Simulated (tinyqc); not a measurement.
Van der Pauw, Hall and four-point-probe measurements on a doped layer: one step of the calculation.

A uniform p-type layer with sheet resistance Rs = 1/(q ns mu), point contacts, low field (mu B small).

Problem. New z. The van der Pauw equation exp(-pi RA z) + exp(-pi RB z) = 1 is solved for z = 1/Rs: e1 = exp(-pi RA z), e2 = exp(-pi RB z), f = e1 + e2 - 1, f' = -pi (RA e1 + RB e2), z(new) = z - f/f'.

z at the start = 0.45698729 mS
RA = 52.017862 ohm
RB = 913.59149 ohm

Wanted: e1; e2; f; f'; z after iteration 1.

Solution.

e1 = 0.9280
e2 = 0.2694
f = 0.1974
f' = -0.9248 kohm
z after iteration 1 = 0.6705 mS

Program tinyqc, `OMP_NUM_THREADS=1 python tinyqc.py 2850198 2850199 out.jsonl`; Intel Xeon 2.30GHz, shared host, one thread, about 0.04 s.
